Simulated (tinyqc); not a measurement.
Convergence with the mesh: Koster-Slater impurity in an sp3s* host.

sp3s* tight binding, nearest neighbours only: anion (a) at 0, cation (c) at a/4 (1,1,1), orbitals s, px, py, pz, s* on each; k in units of 2 pi/a. With phases e_j = exp(i (pi/2) k.n_j) for n = (1,1,1), (1,-1,-1), (-1,1,-1), (-1,-1,1): g0 = (e1+e2+e3+e4)/4, g1 = (e1+e2-e3-e4)/4, g2 = (e1-e2+e3-e4)/4, g3 = (e1-e2-e3+e4)/4. The diagonal holds the levels Esa, Epa, Exa (s*) and Esc, Epc, Exc. Anion-cation block: <sa|sc> = Vss g0; <sa|xc> = Vsapc g1; <xa|sc> = -Vscpa g1; <xa|xc> = Vxx g0; <xa|yc> = <ya|xc> = Vxy g3, <xa|zc> = <za|xc> = Vxy g2, <ya|zc> = <za|yc> = Vxy g1; <s*a|xc> = Vxapc g1; <xa|s*c> = -Vpaxc g1; y and z take g2 and g3 in place of g1; s-s* and s*-s* vanish.

A defect on a cation site (c) shifts the s level there by Vs or the three p levels by Vp and leaves the rest. A level in the gap solves 1/Vs = G_s(E) (symmetry A1) or 1/Vp = G_p(E) (T2, threefold), with G(E) = (1/N^3) sum over k and bands of w/(E - e), where w is the weight of the state on the s orbital of that site, or the mean weight on its px, py, pz. Mesh: k = f1 (-1,1,1) + f2 (1,-1,1) + f3 (1,1,-1), f = (j + 1/2)/N, j = 0 to N - 1. Energies from the top of the valence band at Gamma; the s* orbital of the site is left as it is. An infinite shift removes the s or p orbitals, the model of the ideal vacancy: G(E) = 0.

Values chosen for the exercise (out of a larger set: near a published set for InP; not measured data): p = (-8.553, 0.875, -1.489, 4.045, 8.294, 7.072, -5.35, 1.881, 4.225, 2.218, 5.576, 3.45, 4.497) eV (order Esa, Epa, Esc, Epc, Exa, Exc, Vss, Vxx, Vxy, Vsapc, Vscpa, Vxapc, Vpaxc); V = -7.8 eV (shift of the p levels).

Eg (smallest gap of the host) = 1.38949 eV

The same level (G_p = 1/V) on meshes of growing size; a dash: no level from 0 to Eg.

Mesh:
```
N  points  G_p(Eg/2) (1/eV)  level (eV)
2       8          -0.10955      0.8355
3      27          -0.11000      0.8337
4      64          -0.11004      0.8339
6     216          -0.11004      0.8340
8     512          -0.11003      0.8340
```

How do the results move, and what explains it?

Against N = 8, G at mid-gap is off by +0.00048 at N = 2 and 0.00000 1/eV at N = 6; the level moves by 0.0 meV from N = 6 to 8. Errors in G are magnified in the level by 1/|dG/dE|, and a level near a band edge needs the finest mesh, since the sum there is ruled by few points.

Run: tinyqc, `OMP_NUM_THREADS=1 python tinyqc.py 1450230 1450231 out.jsonl`; Intel(R) Xeon(R) Processor @ 2.30GHz, one thread, shared host; about 0.04 s of CPU time with all checks.
